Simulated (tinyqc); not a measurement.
Bond-orbital model of a tetrahedral semiconductor (Harrison's universal couplings), step by step. Values are carried at full precision from step to step, so a last printed digit may differ when a step is redone from the rounded ones.

Hybrid level eh = (es + 3 ep)/4; metallic energy V1 = (ep - es)/4 for each atom; covalent energy V2 = 3.22 hbar^2/(m d^2); polar energy V3 = (ehc - eha)/2; hbar^2/m = 2c, c = hbar^2/2m0. Polarity ap = V3/sqrt(V2^2 + V3^2), covalency ac = V2/sqrt(V2^2 + V3^2). p-p coupling at Gamma Exx = (4/3)(2.22 - 2 x 0.63) hbar^2/(m d^2) = 1.28 hbar^2/(m d^2), s-s coupling Ess = 4 x 1.32 hbar^2/(m d^2).

Constants: hbar^2/2m0 = 3.80998211 eV angstrom^2.

Parameters, chosen for this exercise (near tabulated values for InP; the model gives trends, and its gaps can be far from the real ones; the results hold for these values, not for the real material):
- esc = -10.17 eV (s level, cation)
- epc = -5.31 eV (p level, cation)
- esa = -19.46 eV (s level, anion)
- epa = -9.54 eV (p level, anion)
- d = 2.55 angstrom (bond length)
- Z = 5 (valence electrons of the anion)

## The three energies

Form the hybrid levels, V1, V2 and V3.

hbar^2/(m d^2) = 1.1719 eV

hybrid levels (eV): cation -6.5250, anion -12.0200

V1 (eV): cation 1.2150, anion 2.4800

V2, V3 (eV): 3.7734  2.7475

## Bond and antibond

The 2 x 2 problem [[ehc, -V2], [-V2, eha]] gives (ehc + eha)/2 -/+ sqrt(V2^2 + V3^2); ap = V3/sqrt(V2^2 + V3^2), ac = V2/sqrt(V2^2 + V3^2); the bond has weight (1 + ap)/2 on the anion.

levels (eV): bond -13.9402, antibond -4.6048

ap = 0.5886
ac = 0.8084
weight on the anion = 0.7943

## Charges

With dZ = Z - 4: effective charge Z* = 4 ap - dZ (positive on the cation); transverse charge eT* = Z* + (8/3) ap ac^2.

Z* = 1.355 e
eT* = 2.380 e

Charge that flows along the bonds as they stretch adds 1.03 e to the static value.

## Metallicity and a gap from the bond picture

Neighbouring bonds couple through V1: averaged V1b = V1c (1 - ap)/2 + V1a (1 + ap)/2 for the bond band and V1x = V1c (1 + ap)/2 + V1a (1 - ap)/2 for the antibond band. The top of the bond band lies V1b above the bond level and the bottom of the antibond band 3 V1x below the antibond level, so the gap is 2 sqrt(V2^2 + V3^2) - V1b - 3 V1x; metallicity am = (V1b + 3 V1x)/(2 sqrt(V2^2 + V3^2)).

V1b, V1x (eV): 2.2198  1.4752

gap = 2.690 eV
am = 0.712

The gap closes where am reaches one. The model gives trends; its gap can miss the real one by a factor of two to five, most in ratio for narrow gaps and most in eV for first-row compounds.

## Band edges at Gamma

Ev is the lower root of [[epa, Exx], [Exx, epc]] and the s-like conduction level the upper root of [[esa, Ess], [Ess, esc]], with Exx = 1.28 u and Ess = 5.28 u, u = hbar^2/(m d^2).

Exx, Ess (eV): 1.5000  6.1874

Ev = -10.018 eV
s-like conduction level = -7.078 eV
E0 gap = 2.940 eV

Universal couplings give the trend of E0 from compound to compound, not its value; it can miss by several eV and by a factor of two or more, and spin-orbit coupling is left out.

## Checks

- Bond level from the formula against the 2 x 2 matrix: both -13.9402.

(tinyqc, `OMP_NUM_THREADS=1 python tinyqc.py 1452898 1452899 out.jsonl`, Intel(R) Xeon(R) Processor @ 2.30GHz, 1 thread, shared host, about 0.01 s.)
